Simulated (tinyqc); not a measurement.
MOSFET in saturation, small-signal circuit and noise: two steps of the calculation.

Bias by the inversion coefficient IC = I/Ispec (charge-based model with velocity saturation; weak inversion below 0.1, strong above 10). Common-source circuit: gm, gds, Cgs, Cgd and Cj at the inner nodes, Rg in series with the gate; quasi-static, no source or drain resistance, no gate-body capacitance, no substrate network, no induced gate noise, so fmax is an upper estimate.

Parameters, values chosen for the exercise:
```
symbol,value,unit,meaning
f,10,GHz,signal frequency
```

Task 1. Admittance matrix. Inner admittances at w = 2 pi f: y11 = i w (Cgs + Cgd), y12 = -i w Cgd, y21 = gm - i w Cgd, y22 = gds + i w (Cgd + Cd). Invert to Z, add Rg to Z11 and invert back to Y.

gm = 20.161136 mS
gds = 1.2298293 mS
Cgs = 45.957506 fF
Cgd = 17.6 fF
Cd = 28.4 fF
Rg = 5.1157407 ohm

Give: inner y; Y with Rg.

Result 1.

inner y (mS):
```
             1           2
1   0.00+3.99i  0.00-1.11i
2  20.16-1.11i  1.23+2.89i
```

Y with Rg (mS):
```
             1            2
1   0.08+3.99i  -0.02-1.11i
2  20.13-1.52i   1.24+3.00i
```

Task 2. Current gain and unilateral power gain. |h21| = |Y21/Y11|; U = |Y21 - Y12|^2/(4 [Re Y11 Re Y22 - Re Y12 Re Y21]). Extrapolated at 20 dB a decade: f |h21| and f sqrt(U).

Y with Rg (mS):
```
                         1                        2
1   0.08154939+3.99176987i  -0.02258222-1.10537927i
2  20.13014251-1.51708700i   1.23841173+3.00414536i
```

Give: |h21|; U; f |h21|; f sqrt(U).

Result 2.

|h21| = 5.0562
U = 182.83
f |h21| = 50.562 GHz
f sqrt(U) = 135.21 GHz

tinyqc, about 0.01 s, one thread, Intel Xeon 2.30GHz (shared host): `OMP_NUM_THREADS=1 python tinyqc.py 2150111 2150112 out.jsonl`
